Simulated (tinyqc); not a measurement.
What each parameter does: thresholds of impact ionisation and Auger recombination from band masses.

Parabolic bands, no phonon. At threshold the three slow carriers share one velocity. With M their total mass and m4 the mass of the fast carrier, the fast carrier has the kinetic energy E_T = G M/(M - m4) and the slow ones together E_a = G m4/(M - m4), the activation energy of the Auger rate. CCCH (fast electron): G = Eg, M = 2 me + mh, m4 = me. CHHS (hole into the split-off band): G = Eg - Dso, M = 2 mh + me, m4 = ms; this form holds for Eg > Dso (below, the process needs about Dso - Eg and is marked by a dash). CHHL (hole into the light band): G = Eg, M = 2 mh + me, m4 = ml. CHHH (fast heavy hole): G = Eg, M = 2 mh + me, m4 = mh.

Non-parabolic fast electron: E (1 + alpha E) = c k^2/me with alpha = (1 - me)^2/Eg; the slow carriers stay parabolic, so E_T = Eg + me E_T (1 + alpha E_T)/M, M = 2 me + mh (the root between Eg and 1.9 Eg).

Constants: kB = 8.617333262e-05 eV/K.

Inputs chosen for the exercise (near those of InAs, gap at low temperature and not tied to T; shifted at random, so the results belong to these values and not to a real crystal): Eg = 0.409 eV (gap at Gamma to the s-like level); Dso = 0.398 eV (spin-orbit splitting); me = 0.0255 m0 (electron mass at Gamma); mh = 0.44 m0 (heavy-hole mass); ms = 0.144 m0 (split-off mass); ml = 0.027 m0 (light-hole mass); T = 300 K (temperature).

Activation energies.

One parameter was then changed.

Results before and after:
```
case     CCCH (meV)  CCCH non-parabolic (meV)  CHHL (meV)
base          22.40                     49.10       12.57
changed       24.74                     54.98       13.97
```

Which of these changes was made? (a) Dso = 0.4378 eV; (b) Eg = 0.3681 eV; (c) mh = 0.396 m0; (d) me = 0.0229 m0; (e) ms = 0.1584 m0; (f) ml = 0.0297 m0.

Answer: (c) mh = 0.396 m0. Of the candidates, run in turn, only this one gives the changed row.

All candidates:
```
case             CCCH (meV)  CCCH non-parabolic (meV)  CHHL (meV)
base                  22.40                     49.10       12.57
Eg = 0.3681 eV        20.16                     44.19       11.31
Dso = 0.4378 eV       22.40                     49.10       12.57
me = 0.0229 m0        20.23                     43.92       12.61
mh = 0.396 m0         24.74                     54.98       13.97
ms = 0.1584 m0        22.40                     49.10       12.57
ml = 0.0297 m0        22.40                     49.10       13.87
```

Computed by tinyqc, a small Python program: `OMP_NUM_THREADS=1 python tinyqc.py 1850951 1850952 out.jsonl` (the numbers bound the seed that draws the inputs); one thread of a shared host (Intel(R) Xeon(R) Processor @ 2.30GHz), about 0.01 s for the whole set of steps.
